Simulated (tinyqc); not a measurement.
A stack of flat layers between unequal leads with mass mismatch, transfer matrices: two steps of the calculation.

One electron of energy E comes from the left lead (band edge 0); no transverse momentum. Parabolic bands, masses in units of m0, C = hbar^2/(2 m0); psi and psi'/m are continuous at every interface. The layers follow each other from left to right, then the right lead.

Parameters, values chosen for the exercise; masses and band edges of a made-up stack:
- U = [0.17, 0.1, 0.23] eV (band edges of the layers, left to right)
- m = [0.074, 0.076, 0.091] m0 (masses of the layers)
- d = [1.6, 1.1, 0.7] nm (widths of the layers)
- E = 0.093 eV (electron energy)

Constants: q = 1.602176634e-19 C, hbar = 1.054571817e-34 J s, m0 = 9.1093837015e-31 kg, hbar^2/(2 m0) = 0.0380998212 eV nm^2. Results are converted to the units shown.

Problem 1. Matrices of the layers. For the pair (psi, psi'/m) a flat layer has M = [[cos kd, (m/k) sin kd], [-(k/m) sin kd, cos kd]] with k = sqrt(m (E - U)/C) above its edge U, and M = [[cosh Kd, (m/K) sinh Kd], [(K/m) sinh Kd, cosh Kd]] with K = sqrt(m (U - E)/C) below it. M12 is in nm, M21 in 1/nm.

Give: M of layer 1; M of layer 2; M of layer 3.

Solution 1.

M of layer 1:

|  | 1 | 2 |
|---|---|---|
| 1 | 1.1976 | 0.12610 |
| 2 | 3.4439 | 1.1976 |

M of layer 2:

|  | 1 | 2 |
|---|---|---|
| 1 | 1.0085 | 0.083836 |
| 2 | 0.20267 | 1.0085 |

M of layer 3:

|  | 1 | 2 |
|---|---|---|
| 1 | 1.0812 | 0.065416 |
| 2 | 2.5849 | 1.0812 |

Problem 2. Product of the matrices. The matrix of the later layer stands to the left: M = M_n ... M_2 M_1; det M = 1.

M of layer 1:

|  | 1 | 2 |
|---|---|---|
| 1 | 1.1976158 | 0.12610105 |
| 2 | 3.4439335 | 1.1976158 |

M of layer 2:

|  | 1 | 2 |
|---|---|---|
| 1 | 1.0084597 | 0.083835611 |
| 2 | 0.20267027 | 1.0084597 |

M of layer 3:

|  | 1 | 2 |
|---|---|---|
| 1 | 1.0812457 | 0.065415949 |
| 2 | 2.5848770 | 1.0812457 |

Wanted: M.

Solution 2.

M:

|  | 1 | 2 |
|---|---|---|
| 1 | 1.8611 | 0.32674 |
| 2 | 7.8859 | 1.9217 |

Numbers from tinyqc (`OMP_NUM_THREADS=1 python tinyqc.py 2560116 2560117 out.jsonl`; about 0.01 s on one thread of a shared Intel Xeon 2.30GHz).
